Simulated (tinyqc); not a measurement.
Worked calculation: two-band tight binding of a puckered layer. Values are carried at full precision from step to step, so a last printed digit may differ when a step is redone from the rounded ones.

With X = kx ax/2 and Y = ky ay/2: h = t2 + 2 cos(Y) (t1 exp(iX) + t3 exp(-iX)) + t5 exp(2iX), d = 4 t4 cos(X) cos(Y), H = [[d, h], [h*, d]], E = d -/+ |h|.

Constants: hbar^2/2m0 = 3.80998211 eV angstrom^2.

Values chosen for the exercise (near a published set for monolayer black phosphorus; not measured data): ax = 4.37 angstrom (period along x (armchair)); ay = 3.32 angstrom (period along y (zigzag)); t1 = -1.225 eV (along the zigzag); t2 = 3.652 eV (across the pucker); t3 = -0.19 eV (second in the sheet); t4 = -0.106 eV (same sublattice); t5 = -0.05 eV (far across); k = (0.31, 0.64) 1/angstrom (wave vector).

## One k point

Form X, Y, h, d and the levels.

X, Y (rad): 0.67735  1.06240

h = 2.5678-0.6803i eV
d = -0.1608 eV

levels (eV): -2.8173  2.4956

## Expansion about Gamma

h = h0 + i chi kx + gx kx^2 + gy ky^2 and d = 4 t4 + ex kx^2 + ey ky^2, with h0 = t2 + 2 t1 + 2 t3 + t5, chi = ax (t1 - t3 + t5), gx = -ax^2 ((t1 + t3)/4 + t5/2), gy = -ay^2 (t1 + t3)/4, ex = -t4 ax^2/2, ey = -t4 ay^2/2. The gap is 2 h0.

h0 = 0.7720 eV
gap = 1.5440 eV
chi = -4.7415 eV angstrom

gx, gy, ex, ey (eV angstrom^2): 7.2330  3.8992  1.0121  0.5842

## Masses

Electrons: c/(ex + gx + chi^2/(2 h0)) along x, c/(ey + gy) along y; holes: the same with -ex and -ey; c = hbar^2/2m0. The coefficients stand in the order gx, gy, ex, ey.

masses (m0):
```
               x       y
electron  0.1671  0.8498
hole      0.1833  1.1493
```

density-of-states mass sqrt(mx my) (m0): electron 0.3768, hole 0.4590

my/mx: electron 5.09, hole 6.27

Along x the term chi^2/(2 h0) = 14.56 eV angstrom^2 couples the bands and makes both carriers light; along y it is absent.

## Checks

- Electron mass along x against a finite difference of the band: both 0.1671.

(tinyqc, `OMP_NUM_THREADS=1 python tinyqc.py 1480474 1480475 out.jsonl`, Intel(R) Xeon(R) Processor @ 2.30GHz, 1 thread, shared host, about 0.01 s.)
